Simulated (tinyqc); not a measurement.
# Worked calculation: MOS inversion layer, Poisson-Schroedinger loop

tinyqc, about 1 s, one thread, Intel Xeon 2.30GHz (shared host): `OMP_NUM_THREADS=1 python tinyqc.py 2160036 2160037 out.jsonl` Printed values are rounded.

Electrons confined at an insulator interface at z = 0, treated as a hard wall; parabolic valleys, Hartree approximation, no image or exchange terms. The depletion charge lies far deeper than the electrons and gives a uniform field q Nd/(eps0 eps_r); the gate balances all charge. Energies are counted from the band edge at the interface.

Values chosen for this exercise; masses and permittivity close to those of silicon (100):
- T = 300 K (temperature)
- eps_r = 11.8 (relative permittivity)
- mz1 = 0.902 m0 (mass along z of valley set A (2 valley(s)))
- md1 = 0.187 m0 (in-plane density-of-states mass of set A)
- mz2 = 0.192 m0 (mass along z of valley set B (4 valley(s)))
- md2 = 0.416 m0 (in-plane density-of-states mass of set B)
- Ns = 6.9e11 cm^-2 (sheet density of electrons)
- Nd = 1.8e11 cm^-2 (sheet density of depletion charge)
- dE = 0 eV (extra shift of set B (strain))
- hz = 2.6 nm (mesh step)
- a = 0.3 (mixing factor)

Constants: q = 1.602176634e-19 C, kB = 1.380649e-23 J/K, hbar = 1.054571817e-34 J s, m0 = 9.1093837015e-31 kg, Vt = kB T/q, eps0 = 8.8541878128e-14 F/cm where lengths are in cm, hbar^2/(2 m0) = 0.0380998212 eV nm^2. Results are converted to the units shown.

## Fixed part of the potential

z, node 1 to 14 (nm): 2.6  5.2  7.8  10.4  13  15.6  18.2  20.8  23.4  26  28.6  31.2  33.8  36.4

V0 = q Nd z/(eps0 eps_r) in eV.

fixed potential V0, node 1 to 14 (eV): 0.0071767  0.0143534  0.0215301  0.0287068  0.0358836  0.0430603  0.0502370  0.0574137  0.0645904  0.0717671  0.0789438  0.0861205  0.0932973  0.1004740

## Round 1: levels and probability densities

self-consistent potential U at the start, node 1 to 14 (eV): 0  0  0  0  0  0  0  0  0  0  0  0  0  0

Tridiagonal Hamiltonian with psi = 0 one step beyond both ends: H_ii = C (1/m_(i-1/2) + 1/m_(i+1/2))/hz^2 + V0_i + U_i (+ dE for the set B), H_(i,i+1) = -C/(m_(i+1/2) hz^2), C = hbar^2/(2 m0). The lowest 2 level(s) of each valley set are kept, normalised to hz sum |psi|^2 = 1. The mass is the same on all intervals.

levels (eV): A1 0.01540698, A2 0.02583306, B1 0.02642639, B2 0.04559241

```
node	|psi|^2 of A1 (1/nm)	|psi|^2 of A2 (1/nm)	|psi|^2 of B1 (1/nm)	|psi|^2 of B2 (1/nm)
1	0.2508550	0.1058963	0.0794919	0.0681934
2	0.1169602	0.1029047	0.1436393	0.0325912
3	0.0157428	0.1426110	0.1025138	0.0085005
4	0.0010177	0.0304264	0.0432444	0.0837236
5	0.0000388	0.0026471	0.0125179	0.1024384
6	0.0000010	0.0001260	0.0026894	0.0599818
7	0.0000000	0.0000038	0.0004504	0.0220930
8	0.0000000	0.0000001	0.0000608	0.0057579
9	0.0000000	0.0000000	0.0000068	0.0011345
10	0.0000000	0.0000000	0.0000006	0.0001764
11	0.0000000	0.0000000	0.0000001	0.0000223
12	0.0000000	0.0000000	0.0000000	0.0000023
13	0.0000000	0.0000000	0.0000000	0.0000002
14	0.0000000	0.0000000	0.0000000	0.0000000
```

## Round 1: Fermi level and occupations

Level k holds N_k = D_k Vt ln(1 + exp((EF - E_k)/Vt)) with D = 2 md1 m0 q/(pi hbar^2) for the set A, D = 4 md2 m0 q/(pi hbar^2) for the set B per eV (spin included); EF is fixed by sum N_k = Ns.

EF = -0.07617594 eV
N_k (cm^-2): A1 1.152201e11, A2 7.734322e10, B1 3.363800e11, B2 1.610567e11

## Round 1: density, output potential and mixing

n_i = sum_k N_k |psi_k|^2 (converted to cm^-3). Hartree part by Gauss: on the interval before node i the electrons still beyond are S_i = Ns - hz sum_(j<i) n_j, and U_i = U_(i-1) + q S_i hz/(eps0 eps_r) in eV, U_0 = 0 at the interface. Mixing: U(new) = U + a (U(out) - U).

```
node	n (1e17 cm^-3)	U(out) (eV)	U after round 1 (eV)
1	7.481639	0.02751073	0.00825322
2	7.500156	0.04726572	0.01417972
3	4.869652	0.05924578	0.01777373
4	3.050133	0.06617778	0.01985333
5	2.091837	0.06994790	0.02098437
6	1.057498	0.07154955	0.02146486
7	0.371002	0.07205496	0.02161649
8	0.094780	0.07217577	0.02165273
9	0.018499	0.07219833	0.02165950
10	0.002862	0.07220172	0.02166052
11	0.000361	0.07220214	0.02166064
12	0.000038	0.07220218	0.02166065
13	0.000003	0.07220218	0.02166065
14	0.000000	0.07220218	0.02166065
```

## Course of the self-consistent loop

Start from U = 0. Stop when the largest |U(out) - U| is below 1e-7 eV, or after 60 rounds. From round 2 on: Anderson mixing of depth m keeps the last m inputs V and residuals F = V(out) - V(in), fits c by least squares to F = dF c over their successive differences dF, dV, and sets V(new) = V + a F - (dV + a dF) c. Here m = 3.

Course of the iteration:
```
round	level A1 (eV)	EF (eV)	largest |U(out) - U| (eV)
1	0.01540698	-0.07617594	0.0722
2	0.02519676	-0.06197624	0.0405
3	0.03958034	-0.04256797	6.34e-3
4	0.04475167	-0.03694238	2.19e-3
5	0.04532164	-0.03679445	1.18e-4
6	0.04537145	-0.03677776	6.34e-5
7	0.04542064	-0.03675490	9.19e-6
8	0.04542348	-0.03675268	6.28e-6
9	0.04542866	-0.03674879	3.26e-6
10	0.04543077	-0.03674680	1.57e-6
11	0.04542998	-0.03674713	8.79e-7
12	0.04542925	-0.03674748	5.18e-7
13	0.04542930	-0.03674741	4.13e-7
14	0.04542958	-0.03674721	2.48e-7
15	0.04542978	-0.03674703	1.14e-7
16	0.04542973	-0.03674705	5.31e-8
```

Converged in 16 rounds.

## Converged levels, occupations and centroid

converged U, node 1 to 14 (eV): 0.02751075  0.04190595  0.04857483  0.05196327  0.05342175  0.05389090  0.05400488  0.05402645  0.05402972  0.05403013  0.05403017  0.05403018  0.05403018  0.05403018

Solve for the levels with V0 + U, find EF, n_i = sum_k N_k |psi_k|^2 (in cm^-3); share of each level N_k/Ns; centroid sum n z/sum n.

levels (eV): A1 0.04542973, A2 0.06771691, B1 0.06593911, B2 0.09275859
EF = -0.03674705 eV
shares (%): A1 23.87901, A2 10.20249, B1 48.59437, B2 17.32413
n, node 1 to 14 (in units of 1e18 cm^-3): 1.265194  0.745333  0.316452  0.186176  0.095436  0.034260  0.008914  0.001765  0.000276  0.000035  0.000004  0.000000  0.000000  0.000000
centroid = 5.106313 nm

An 800-node mesh to 62 nm with 8 levels a set gives A1 = 0.04330 eV, EF = -0.04168 eV and a centroid of 6.596 nm; the levels kept above hold 79.1 % of the electrons there. The coarse centroid is 23 % below the fine one.

## Closed-form estimates

Triangular well: E_k = a_k (C F^2/mz)^(1/3), a_1 = 2.338107, a_2 = 4.087949, C = hbar^2/(2 m0), F in eV/nm. Fang-Howard (all electrons in the lowest level of set A): b^3 = 6 (mz1/C) q (Nd + 11 Ns/32)/(eps0 eps_r), centroid 3/b, level C b^2/(4 mz1) + (3/b) q (Nd + 11 Ns/16)/(eps0 eps_r). Use F = q (Nd + Ns)/(eps0 eps_r), the surface field, and F = q (Nd + Ns/2)/(eps0 eps_r).

A1 with the surface field = 0.04580391 eV
A1 with Nd + Ns/2 = 0.03270865 eV
A2 with Nd + Ns/2 = 0.05718783 eV
b = 0.9686092 1/nm
Fang-Howard centroid = 3.097224 nm
Fang-Howard level = 0.04098712 eV

Against the self-consistent A1 = 0.04330 eV on a fine mesh, the surface-field estimate is 5.8 % above it, the half-charge one 24 % below it and Fang-Howard 5.3 % below it. A1 holds 21.5 % of the electrons, and the Fang-Howard centroid is 53 % below the full one.
